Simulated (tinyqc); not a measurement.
Worked calculation: empirical pseudopotential in a few plane waves. One step of it, computed by the program tinyqc.

Question. Levels at k. Diagonalise the Hermitian matrix.

H(k) at k (eV), lower triangle:
```
,+0+0+0,-1-1-1,-1-1+1,-1+1-1,-1+1+1,+1-1-1,+1-1+1,+1+1-1,+1+1+1,-2+0+0,+0-2+0,+0+0-2,+0+0+2,+0+2+0,+2+0+0
+0+0+0,2.131103
-1-1-1,2.106928,11.993515
-1-1+1,-2.106928,0.000000,4.267959
-1+1-1,-2.106928,0.000000,0.000000,17.910963
-1+1+1,-2.106928,0.000000,0.000000,0.000000,10.185406
+1-1-1,-2.106928,0.000000,0.000000,0.000000,0.000000,18.732830
+1-1+1,-2.106928,0.000000,0.000000,0.000000,0.000000,0.000000,11.007274
+1+1-1,-2.106928,0.000000,0.000000,0.000000,0.000000,0.000000,0.000000,24.650278
+1+1+1,2.106928,0.000000,0.000000,0.000000,0.000000,0.000000,0.000000,0.000000,16.924721
-2+0+0,0.000000,-2.106928,-2.106928,-2.106928,2.106928,0.596482,-0.596482,-0.596482,-0.596482,11.829142
+0-2+0,0.000000,-2.106928,-2.106928,0.596482,-0.596482,-2.106928,2.106928,-0.596482,-0.596482,0.000000,12.651009
+0+0-2,0.000000,-2.106928,0.596482,-2.106928,-0.596482,-2.106928,-0.596482,2.106928,-0.596482,0.000000,0.000000,26.294013
+0+0+2,0.000000,-0.596482,2.106928,-0.596482,-2.106928,-0.596482,-2.106928,0.596482,-2.106928,0.000000,0.000000,0.000000,10.842900
+0+2+0,0.000000,-0.596482,-0.596482,2.106928,-2.106928,-0.596482,0.596482,-2.106928,-2.106928,0.000000,0.000000,0.000000,0.000000,24.485904
+2+0+0,0.000000,-0.596482,-0.596482,-0.596482,0.596482,2.106928,-2.106928,-2.106928,-2.106928,0.000000,0.000000,0.000000,0.000000,0.000000,25.307772
```

Give: eigenvalues.

Answer.

eigenvalues (eV): -0.8121  2.8934  7.7650  7.9300  9.9429  13.1501  13.3295  15.9634  16.6935  17.8124  18.5605  22.9599  26.3440  27.1374  29.5449
